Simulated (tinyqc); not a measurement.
# Changing the energy inside the band E

Model: Koster-Slater impurity in a tight-binding band, by Green functions and by supercells. Computed by tinyqc, a small Python program. Command: `OMP_NUM_THREADS=1 python tinyqc.py 3020441 3020442 out.jsonl kosterslater sweep`. One thread of a shared host (Intel(R) Xeon(R) Processor @ 2.30GHz), about 0.03 s of CPU time with the checks.

One orbital per site, e(k) = -2 t sum cos(k_i) over 2 direction(s), band from -4 t to 4 t, lattice constant 1. One site has the extra energy U. Spin is left out.

Inputs (values chosen for the exercise, for a model band): hopping t = 0.35 eV; impurity potential U = -1.38 eV; broadening eta = 0.052 eV; impurity concentration c = 0.001 per site.

Lattice: square.

Constants: hbar = 6.582119569e-16 eV s.

Method. Inside the band G0(z), z = E + i eta, comes from the chain form 1/(sqrt(y - 2t) sqrt(y + 2t)) (principal roots) at y = z + 2 t cos k, averaged over k in (0, pi) with 200 Gauss-Legendre points. T = U/(1 - U G0); phase shift delta = -arg(1 - U G0) in (-pi, pi]; host density of states -Im G0/pi; on the impurity -Im[G0/(1 - U G0)]/pi; lifetime of a band state hbar/(-2 c Im T).

One run for each value; columns: (1) energy inside the band E (eV); (2) host density of states (1/eV); (3) density of states on the impurity (1/eV); (4) phase shift delta (rad); (5) scattering lifetime (fs):
```
(1)        (2)     (3)    (4)   (5)
-1.330  0.1912  0.1957  2.147   281
-1.030  0.2560  0.2037  1.711   270
-0.739  0.3016  0.1763  1.592   312
-0.443  0.3706  0.1434  1.535   384
-0.148  0.5180  0.1017  1.473   541
0.148   0.5180  0.0631  0.901   872
0.443   0.3706  0.0583  0.691   943
0.739   0.3016  0.0518  0.573  1062
1.030   0.2560  0.0435  0.475  1264
1.330   0.1912  0.0268  0.316  2052
```

Describe the trends.

Over the rows, host density of states (1/eV) goes from 0.191 through a maximum among these rows, 0.518 at -0.148, to 0.191; density of states on the impurity (1/eV) goes from 0.196 through a maximum among these rows, 0.204 at -1.03, to 0.0268; phase shift delta (rad) falls from 2.15 to 0.316.

Extremes, crossings and ranges named in words are read from the listed rows.
